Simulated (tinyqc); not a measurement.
Deal-Grove kinetics of thermal oxidation of silicon: one step, computed by the program tinyqc. Command: `OMP_NUM_THREADS=1 python tinyqc.py 3007158 3007159 out.jsonl oxide walk`. One thread of a shared host (Intel(R) Xeon(R) Processor @ 2.30GHz), about 0.02 s of CPU time with the checks.

Oxidant diffuses through the oxide and reacts at the interface, so that dx/dt = B/(A + 2x) for the oxide thickness x.

Problem. Thickness after the oxidation. tau = (x_i^2 + A x_i)/B and x = (A/2) [sqrt(1 + 4 B (t + tau)/A^2) - 1], the root of x^2 + A x = B (t + tau). Silicon consumed is 0.44 times the oxide grown; the rate is B/(A + 2x).

Inputs (values chosen for the exercise, close to those used for silicon): temperature T = 1200 C; initial oxide x_i = 0.05 um; time t = 1.1 h.

Ambient: dry oxygen. Surface: (111).

length A = 0.05932792 um

parabolic constant B = 0.08130874 um^2/h

Give: tau; oxide thickness x; silicon consumed; final growth rate.

Solution.

tau = 0.067230 h

oxide thickness x = 0.27983 um

silicon consumed = 0.10112 um

final growth rate = 0.13136 um/h

2x/A = 9.43: diffusion through the oxide limits the rate.
